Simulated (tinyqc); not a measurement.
# One-sided p+-n junction, ionisation integral and breakdown: two studies

A p+ layer at x < 0 and an n drift layer from x = 0. Depletion approximation, built-in voltage neglected. Local ionisation coefficients alpha_n = an exp(-(bn/E)^mx), alpha_p = ap exp(-(bp/E)^mx). Electrons move towards +x, holes towards x = 0.

Values chosen for this exercise; material values close to those of silicon: relative permittivity eps_r = 11.9; prefactor of the electron ionisation coefficient an = 7.37e5 1/cm; field constant for electrons bn = 1.18e6 V/cm; prefactor of the hole ionisation coefficient ap = 1.6e6 1/cm; field constant for holes bp = 2.03e6 V/cm; exponent mx = 1; electron mobility of the drift layer mu = 1390 cm^2/(V s); donor density of the drift layer N = 1.6e16 cm^-3.

Constants: q = 1.602176634e-19 C, eps0 = 8.8541878128e-14 F/cm where lengths are in cm. Results are converted to the units shown.

Each table varies one quantity; the others keep the values above.

## Multiplication against voltage

W = sqrt(2 eps0 eps_r V/(q N)), peak field E0 = q N W/(eps0 eps_r), falling linearly to 0 at W. G(x) = integral from 0 to x of (alpha_n - alpha_p); I_n = integral of alpha_n exp(-G) (electrons injected at x = 0), I_p = integral of alpha_p exp(G(end) - G) (holes injected at the far edge); M = 1/(1 - I). Integrals on a fine grid; BV is where I_n = 1. Here BV = 37.5333 V; the Miller exponent is n = ln(1 - 1/M)/ln(V/BV).

Results:

| V (V) | E0 (kV/cm) | I_n | I_p | M_n | M_p | Miller n, electrons | Miller n, holes |
|---|---|---|---|---|---|---|---|
| 15 | 270 | 0.157 | 0.0115 | 1.19 | 1.01 | 2.02 | 4.87 |
| 18.8 | 302 | 0.285 | 0.0343 | 1.40 | 1.04 | 1.81 | 4.88 |
| 22.5 | 331 | 0.430 | 0.0803 | 1.75 | 1.09 | 1.65 | 4.93 |
| 26.3 | 358 | 0.584 | 0.169 | 2.41 | 1.20 | 1.51 | 5.01 |
| 30 | 382 | 0.732 | 0.319 | 3.72 | 1.47 | 1.40 | 5.10 |
| 32.3 | 396 | 0.819 | 0.461 | 5.51 | 1.85 | 1.33 | 5.16 |
| 36 | 419 | 0.949 | 0.803 | 19.7 | 5.07 | 1.25 | 5.27 |
| 37 | 424 | 0.983 | 0.927 | 57.5 | 13.7 | 1.23 | 5.30 |

Estimate the missing row, V = 34.5 V.

Computed row:

| V (V) | E0 (kV/cm) | I_n | I_p | M_n | M_p | Miller n, electrons | Miller n, holes |
|---|---|---|---|---|---|---|---|
| 34.5 | 410 | 0.898 | 0.644 | 9.78 | 2.81 | 1.28 | 5.23 |

With this row back in the table: M_n rises from 1.187 to 57.5 and M_p from 1.012 to 13.7; both diverge at BV. The Miller exponent for electrons falls from 2.02 to 1.23 and that for holes rises from 4.87 to 5.30. The larger multiplication belongs to electrons, whose coefficient at the peak field of the last row is 3.41 times the other.

## Effect of the drift doping

Same model as above.

Specific on-resistance Ron = W/(q mu N) with constant mobility and full ionisation.

Results:

| N (cm^-3) | BV (V) | E0 at BV (kV/cm) | W at BV (um) | Ron (mohm cm^2) | BV^2/Ron (MW/cm^2) | eps0 eps_r mu E0^3/4 (MW/cm^2) |
|---|---|---|---|---|---|---|
| 1.3e15 | 200 | 281 | 14.2 | 4.91 | 8.13 | 8.13 |
| 4.9e15 | 80.2 | 346 | 4.64 | 0.425 | 15.1 | 15.1 |
| 9.4e15 | 52.4 | 387 | 2.71 | 0.129 | 21.2 | 21.2 |
| 1.8e16 | 34.9 | 437 | 1.60 | 0.0398 | 30.6 | 30.6 |
| 3.5e16 | 23.6 | 501 | 0.941 | 0.0121 | 46.0 | 46.0 |
| 6.7e16 | 16.4 | 579 | 0.568 | 0.00381 | 71.0 | 71.0 |
| 1.3e17 | 11.7 | 681 | 0.344 | 0.00119 | 115 | 115 |

Estimate the missing row, N = 2.6e15 cm^-3.

Computed row:

| N (cm^-3) | BV (V) | E0 at BV (kV/cm) | W at BV (um) | Ron (mohm cm^2) | BV^2/Ron (MW/cm^2) | eps0 eps_r mu E0^3/4 (MW/cm^2) |
|---|---|---|---|---|---|---|
| 2.6e15 | 123 | 312 | 7.89 | 1.36 | 11.1 | 11.1 |

With this row back in the table: BV falls from 200 to 11.7 V while the critical field rises from 281 to 681 kV/cm. BV goes as N^(-0.70) between the first two rows and N^(-0.51) between the last two (a coefficient proportional to E^7 gives -0.75 without punch-through). Ron goes as BV^(2.94) over the table; the last two columns agree since BV = E0 W/2 and N = eps0 eps_r E0/(q W). For N = 3.5e16, 6.7e16, 1.3e17 the layer is under 0.5 um wide or BV under 28 V, so dead space, tunnelling and the built-in voltage, all left out, matter.

Program tinyqc, `OMP_NUM_THREADS=1 python tinyqc.py 2120027 2120028 out.jsonl`; Intel Xeon 2.30GHz, shared host, one thread, about 0.03 s.
